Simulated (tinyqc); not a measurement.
# Admittance spectroscopy of a deep trap: admittance against temperature

Schottky contact on an n-type layer with shallow donors Nd (all ionised) and a donor-like deep trap, neutral when filled and positive when empty; depletion approximation. Traps within lam of the depletion edge stay filled. The traps at xt = W - lam, where the level crosses the Fermi level, follow a slow signal and not a fast one. w = 2 pi f.

Emission rate en = sn vth(T) Nc(T) exp(-Et/kB T) = sn g T^2 exp(-Et/kB T), g = vth Nc/(300 K)^2, as vth goes as T^0.5 and Nc as T^1.5 (degeneracy factor 1). lam = sqrt(2 eps0 eps_r (EF - ET)/(q Nd)), EF - ET = Et - (kB T/q) ln(Nc(T)/Nd), Nc(T) = Nc (T/300 K)^1.5. In the steady state at the band bending V, 2 eps0 eps_r V/q = Nd W^2 + Nt (W - lam)^2 (the second term only if W > lam). V = Vbi + Vr. C_HF = eps0 eps_r/W, C_LF = eps0 eps_r (Nd + Nt)/(Nd W + Nt xt). Inflection frequency w0 = 2 en [1 + Nt xt/(Nd W)]; C = C_HF + (C_LF - C_HF)/(1 + (w/w0)^2), G/w = (C_LF - C_HF)(w/w0)/(1 + (w/w0)^2).

Values chosen for this exercise; material values those of a made-up semiconductor: relative permittivity eps_r = 12.7; conduction-band density of states at 300 K Nc = 2.2e19 cm^-3; thermal velocity at 300 K vth = 2.1e7 cm/s; shallow donor density Nd = 4.4e15 cm^-3; built-in voltage Vbi = 0.85 V; depth of the trap below the conduction edge Et = 0.44 eV; capture cross-section sn = 5.6e-16 cm^2; trap density Nt = 2.5e15 cm^-3; reverse bias Vr = 0 V; signal frequency f = 1.1e5 Hz.

Constants: q = 1.602176634e-19 C, kB = 1.380649e-23 J/K, eps0 = 8.8541878128e-14 F/cm where lengths are in cm. Results are converted to the units shown.

Result of one run:
```
w0/(2 pi) (Hz)	C (nF/cm^2)	G/w (nF/cm^2)
4496	22.88	0.2256
```

Which temperature T gave this result: 301, 345, 418 or 433 K?

T = 301 K.

The whole series:
```
T (K)	w0/(2 pi) (Hz)	C (nF/cm^2)	G/w (nF/cm^2)
301	4496	22.88	0.2256
315	1.053e4	22.99	0.5099
330	2.430e4	23.27	1.097
345	5.241e4	24.05	1.954
359	1.018e5	25.45	2.423
374	1.968e5	26.87	1.989
389	3.634e5	27.52	1.240
403	6.201e5	27.69	0.7356
418	1.060e6	27.69	0.4164
433	1.754e6	27.63	0.2388
447	2.729e6	27.56	0.1443
```

G/w goes from 0.226 through a maximum of 2.42 (at T = 359 K among the rows listed) to 0.144 nF/cm^2, where w0 passes the signal: w0/(2 pi) rises from 4500 to 2.73e6 Hz. C goes from 22.9 through a maximum of 27.7 (at T = 418 K among the rows listed) to 27.6 nF/cm^2.

tinyqc, about 0.01 s, one thread, Intel Xeon 2.30GHz (shared host): `OMP_NUM_THREADS=1 python tinyqc.py 2050094 2050095 out.jsonl`
